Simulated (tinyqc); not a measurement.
FinFET, parasitic resistance, capacitance and delay: one step of the calculation.

Nf fins under one contact; each has gated perimeter p = 2 Hf + Wf and cross-section A = Hf Wf; contact width Wc = Nf pf, stack height Hs = Hf. Contact length Lc = CPP - Lg - 2 Lsp, shared by two neighbouring gates. Source and drain sides are equal. The formulas are first-order estimates, not field solutions.

Problem. Capacitances. With N fins: gate Cg = Cinv p N Lg; per side, plate Cp = ks eps0 [Wc (Hs + Hc) - N A]/Lsp, top fringe Cf = (2/pi) ks eps0 Wc ln(1 + Lg/(2 Lsp)), overlap Co = Cinv p N Lov. Cs = Cp + Cf + Co. An inverter of two such devices driving an equal one has the load CL = 2 (Cg + 2 Cs) + 4 Cs + Cw (its own drains counted twice for the Miller effect).

Values chosen for this exercise; values close to those of silicon logic devices:
- Nf = 3 (number of fins)
- Hf = 42 nm (fin height)
- Wf = 8 nm (fin width)
- pf = 27 nm (fin pitch)
- Lg = 14 nm (gate length)
- Lsp = 6 nm (spacer length)
- ks = 4.5 (relative permittivity of the spacer)
- Hc = 25 nm (gate height above the channel stack)
- Lov = 1 nm (gate overlap)
- Cinv = 3.4 uF/cm^2 (inversion capacitance)
- Cw = 0.16 fF (wire load)

Constants: eps0 = 8.8541878128e-12 F/m. Results are converted to the units shown.

Find: Cg; Cp; Cf; Co; CL.

Solution.

Cg = 131.4 aF
Cp = 29.34 aF
Cf = 1.589 aF
Co = 9.384 aF
CL = 745.3 aF

The channel capacitance gives 35.3 % of CL, the parasitic parts 43.3 % and the wire 21.5 %.

Numbers from tinyqc (`OMP_NUM_THREADS=1 python tinyqc.py 2170069 2170070 out.jsonl`; about 0.03 s on one thread of a shared Intel Xeon 2.30GHz).
